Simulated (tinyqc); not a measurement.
Thermionic emission over a Gaussian spread of barriers: two steps of the calculation.

Metal on an n-type semiconductor with one parabolic valley; V > 0 is forward bias (metal positive). Patches of barrier height b are spread as a Gaussian with mean phi - r2 V and variance sg^2 + r3 V; each carries A* T^2 exp(-b/Vt) [exp(V/Vt) - 1].

Values chosen for this exercise; band and dielectric values close to those of 4H silicon carbide: temperature T = 300 K; electron mass me = 0.37 m0; barrier height seen from the metal phi = 0.95 eV; standard deviation of the barrier heights sg = 0.071 eV; shift of the mean barrier per volt, with its sign reversed (rho2) r2 = -0.053; change of sg^2 per volt (rho3) r3 = -0.0019 V; bias V = 0.13 V; barrier heights sampled nb = 11.

Constants: q = 1.602176634e-19 C, kB = 1.380649e-23 J/K, h = 6.62607015e-34 J s, m0 = 9.1093837015e-31 kg, Vt = kB T/q. Results are converted to the units shown.

Task 1. Apparent barrier, ideality and current. A* = 4 pi q me m0 kB^2/h^3 (times 1e-4 for A/(cm^2 K^2)). The mean of exp(-b/Vt) gives the apparent barrier phi_ap(V) = phi - r2 V - (sg^2 + r3 V)/(2 Vt), J = A* T^2 exp(-phi_ap/Vt) [exp(V/Vt) - 1], and 1/n = 1 + r2 + r3/(2 Vt).

Find: A*; phi_ap(0); phi_ap(V); n; J.

Result 1.

A* = 44.464 A/(cm^2 K^2)
phi_ap(0) = 0.85250 eV
phi_ap(V) = 0.86417 eV
n = 1.0986
J = 1.8445e-6 A/cm^2

Task 2. The same mean by Simpson's rule. With mean mu and deviation s at this bias, take nb equally spaced b from mu - s^2/Vt - 3.5 s to mu + s, the Gaussian density g(b) and y = g exp(-(b - mu)/Vt); the integral I of y gives phi_ap = mu - Vt ln I.

Give: b; g; y; I; phi_ap.

Result 2.

| point | b (eV) | g (1/eV) | y (1/eV) |
|---|---|---|---|
| 0 | 0.529 | 2.964e-8 | 0.4551 |
| 1 | 0.579 | 1.932e-6 | 4.339 |
| 2 | 0.629 | 7.523e-5 | 24.71 |
| 3 | 0.678 | 0.001750 | 84.04 |
| 4 | 0.728 | 0.02431 | 170.8 |
| 5 | 0.778 | 0.2018 | 207.2 |
| 6 | 0.827 | 1.000 | 150.2 |
| 7 | 0.877 | 2.962 | 65.06 |
| 8 | 0.927 | 5.240 | 16.83 |
| 9 | 0.976 | 5.537 | 2.601 |
| 10 | 1.026 | 3.495 | 0.2400 |

I = 36.10
phi_ap = 0.8642 eV

Range of the model: One isotropic valley is assumed; bands with several valleys have a larger Richardson constant and Nc.

tinyqc, about 0.01 s, one thread, Intel Xeon 2.30GHz (shared host): `OMP_NUM_THREADS=1 python tinyqc.py 2640083 2640084 out.jsonl`
